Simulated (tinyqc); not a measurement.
# Permittivity of the insulator from five potentials

Question. A node lies on a semiconductor-insulator interface. Steps: hs = tb/3 down into the semiconductor, ho = tox/2 up into the insulator, hy = L/6 sideways. The flux balance of its box reads eox (hy/ho)(above - node) + eps_r (hy/hs)(below - node) + [(eps_r hs + eox ho)/(2 hy)](left + right - 2 node) - q Na (hs/2) hy/eps0 = 0. Find eox.

Parameters, values chosen for the exercise; semiconductor permittivity close to that of silicon:

| symbol | value | unit | meaning |
|---|---|---|---|
| eps_r | 11.8 |  | relative permittivity of the semiconductor |
| tb | 5 | nm | half the body thickness |
| tox | 1.9 | nm | insulator thickness |
| L | 50 | nm | channel length |
| Na | 0 | cm^-3 | acceptor density of the depleted body |

Constants: q = 1.602176634e-19 C, eps0 = 8.8541878128e-14 F/cm where lengths are in cm. Results are converted to the units shown.

psi (V): node 0.033216321, above 0.016816377, below 0.041233808, left 0.11105170, right 0.018148554

Answer. The balance is linear in eox.

eox = 3.90

Program tinyqc, `OMP_NUM_THREADS=1 python tinyqc.py 2480131 2480132 out.jsonl`; Intel Xeon 2.30GHz, shared host, one thread, about 0.1 s.
